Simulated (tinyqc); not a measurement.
# Free and trapped electrons in a MOS channel with a dense trap tail: effects of single changes

p-type body, charge-sheet picture, full ionisation (an idealisation for deep acceptors), Boltzmann statistics for free electrons. e = Ec - EF at the surface. Acceptor-like traps of density D(E) = D0 + De exp(-E/Ew) at depth E below Ec, from 0 to Eu, hold n_t = integral of D(E)/(1 + exp((e - E)/Vt)). psi = Eg - Vt ln(Nv/Na) - e; N_dep = sqrt(2 eps0 eps_r Na (psi - Vt)/q); n_f = sqrt(N_dep^2 + 2 eps0 eps_r Vt Nc exp(-e/Vt)/q) - N_dep; Vg = Vfb + psi + q (N_dep + n_t + n_f)/Cox, Cox = eps0 eox/tox.

Parameters, values chosen for the exercise; band and dielectric values close to those of 4H silicon carbide: temperature T = 475 K; band gap Eg = 3.21 eV; relative permittivity eps_r = 9.55; conduction-band density of states at T Nc = 3.35e19 cm^-3; valence-band density of states at T Nv = 5e19 cm^-3; relative permittivity of the insulator eox = 3.9; insulator thickness tox = 48 nm; acceptor density Na = 4.8e15 cm^-3; flat-band voltage without trapped charge Vfb = -2.7 V; constant background density of acceptor-like traps D0 = 9e10 cm^-2 eV^-1; density of the tail at the conduction edge De = 2.4e13 cm^-2 eV^-1; decay energy of the tail Ew = 0.06 eV; depth below Ec down to which the traps reach Eu = 0.76 eV; mobility of free electrons mf = 240 cm^2/(V s).

Constants: q = 1.602176634e-19 C, kB = 1.380649e-23 J/K, Vt = kB T/q, eps0 = 8.8541878128e-14 F/cm where lengths are in cm. Results are converted to the units shown.

Each table varies one quantity; the others keep the values above.

## Free and trapped charge against gate voltage

Free share n_f/(n_f + n_t); swing ln 10 n_f/(dn_f/dVg); field-effect mobility mf q (dn_f/dVg)/Cox, for a constant mf; oxide field q (N_dep + n_t + n_f)/(eps0 eox).

Result of one run:
columns A: Vg (V); B: e (eV); C: n_f (cm^-2); D: n_t (cm^-2); E: free share (%); F: swing (mV/decade); G: field-effect mobility (cm^2/(V s)); H: oxide field (MV/cm)
```
A          B         C         D      E     F      G      H
5.7  0.06252  1.439e12  7.174e11  66.74  9907  178.8  1.173
```

What becomes of these results when the gate voltage Vg is changed from 5.7 to 3.8 V, all else the same?

Result of the changed run:
columns A: Vg (V); B: e (eV); C: n_f (cm^-2); D: n_t (cm^-2); E: free share (%); F: swing (mV/decade); G: field-effect mobility (cm^2/(V s)); H: oxide field (MV/cm)
```
A          B         C         D      E     F      G       H
3.8  0.09883  8.268e11  4.956e11  62.52  6140  165.7  0.7849
```

The whole series:
columns A: Vg (V); B: e (eV); C: n_f (cm^-2); D: n_t (cm^-2); E: free share (%); F: swing (mV/decade); G: field-effect mobility (cm^2/(V s)); H: oxide field (MV/cm)
```
A          B         C         D        E        F        G       H
0.2   0.6776   1.430e6   7.918e9  0.01805    128.6  0.01368  0.1555
1.1   0.2315  6.456e10  1.143e11    36.10    705.7    112.6  0.2500
2     0.1586  2.937e11  2.514e11    53.88     2432    148.7  0.4223
2.9   0.1232  5.534e11  3.775e11    59.45     4289    158.8  0.6025
3.8  0.09883  8.268e11  4.956e11    62.52     6140    165.7  0.7849
4.8  0.07796  1.143e12  6.172e11    64.94     8149    172.7  0.9889
5.7  0.06252  1.439e12  7.174e11    66.74     9907    178.8   1.173
6.6  0.04923  1.746e12  8.084e11    68.35  1.162e4    184.8   1.358
7.5  0.03750  2.062e12  8.903e11    69.84  1.331e4    190.7   1.543
```

n_f reaches 1e11 cm^-2 at Vg = 1.26 V, against 0.947 V without traps. The free share rises from 0.0181 to 69.8 % and the field-effect mobility rises from 0.0137 to 191 cm^2/(V s), although mf = 240 is constant: in the last row 79.4 % of Cox dVg goes into free electrons. The swing in the first row is 129 mV a decade (Vt ln 10 = 94.3). For Vg = 4.8, 5.7, 6.6, 7.5 EF lies less than 2 Vt below the band edge, or above it, where degeneracy and confinement, left out, matter.

## Effect of the decay energy of the tail

VT is the Vg for n_f = 1e11 cm^-2; swing ln 10 n_f/(dn_f/dVg) at n_f = 1e8 cm^-2; the last three columns are for Vg = VT + 3.8 V, with free share n_f/(n_f + n_t) and field-effect mobility mf q (dn_f/dVg)/Cox; there EF is near the band edge, where Boltzmann statistics are rough.

Effect of the decay energy of the tail:
columns A: Ew (eV); B: e at VT (eV); C: VT (V); D: q n_t/Cox at VT (V); E: swing (mV/decade); F: n_f (cm^-2); G: free share (%); H: field-effect mobility (cm^2/(V s))
```
A          B      C       D      E         F      G      H
0.03  0.2116  1.085  0.1376  130.5  1.489e12  83.18  202.2
0.05  0.2116  1.174  0.2264  131.3  1.310e12  71.44  182.9
0.07  0.2116  1.374  0.4265  137.8  1.152e12  59.73  166.6
0.09  0.2116  1.695  0.7474  158.1  1.023e12  49.26  152.9
0.11  0.2116  2.122   1.175  197.6  9.209e11  40.53  141.3
0.13  0.2116  2.634   1.687  256.9  8.405e11  33.56  131.6
0.15  0.2116  3.208   2.260  333.1  7.767e11  28.10  123.4
0.17  0.2116  3.821   2.874  422.5  7.255e11  23.85  116.5
```

As Ew goes from 0.03 to 0.17, VT rises from 1.09 to 3.82 V, its part due to traps rises from 0.138 to 2.87 V, the swing rises from 130 to 423 mV/decade and the field-effect mobility falls from 202 to 116 cm^2/(V s).

Computed by the program tinyqc: `OMP_NUM_THREADS=1 python tinyqc.py 2222073 2222074 out.jsonl`, one thread of a shared Intel Xeon 2.30GHz, about 0.02 s for the whole run.
